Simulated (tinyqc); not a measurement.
Plane-wave Kohn-Sham cycle with exchange-only LDA in a layered model solid, step by step. Computed by tinyqc, a small Python program that keeps every step. Settings: points = 16, plane-wave index or count = 3, electrons = 2, k points = 3, area = 9.0, mixing = 0.5, iteration cap = 60. Command: `OMP_NUM_THREADS=1 python tinyqc.py 21938 21939 out.jsonl` (the two numbers bound the seeds that draw the settings). One thread of a shared host (Intel(R) Xeon(R) Processor @ 2.60GHz), about 0.02 s of CPU time with the checks.

A solid whose potential varies along x alone (atomic units):
```
parameter                      value
period a                   13.200000
cross-section of the cell   9.000000
electrons per cell                 2
grid points                       16
plane waves -n..n, n               3
k points                           3
V1 in V1 cos(2 pi x/a)     -0.450000
```

Stop when sqrt(dV sum R^2) is below 1e-8, dV = a A/N.

Course of the cycle:
```
iteration  E (hartree)  norm of the residual
1          -0.97404643              2.49e-01
2          -0.92523945              2.88e-01
3          -1.35956162              2.67e-01
4          -0.73611433              2.47e-01
5          -1.19788844              2.51e-01
6          -0.79651336              2.59e-01
7          -1.26620295              2.57e-01
8          -0.77001049              2.54e-01
9          -1.23851088              2.55e-01
10         -0.78066072              2.56e-01
11         -1.25011438              2.56e-01
...                ...                   ...
50         -0.77752233              2.55e-01
51         -1.24682007              2.55e-01
52         -0.77770788              2.56e-01
53         -1.24773263              2.56e-01
54         -0.78010655              2.58e-01
55         -1.25899777              2.59e-01
56         -0.80644154              2.74e-01
57         -1.33610151              2.83e-01
58         -0.93063925              2.96e-01
59         -1.32546913              3.01e-01
60         -1.10454502              2.91e-01
```

Can the last value be used, and what does the course show?

Not by the stop rule. Not converged within 60 iterations: the residual wanders without falling. Reruns (cap 100 unless said): mixing 0.1: not converged; mixing 0.5, Kerker q0 1.0: converged in 43 (E = -0.47584); mixing 0.3, Pulay depth 5: converged in 47 (E = -0.47584); the original settings with a cap of 400: not converged.
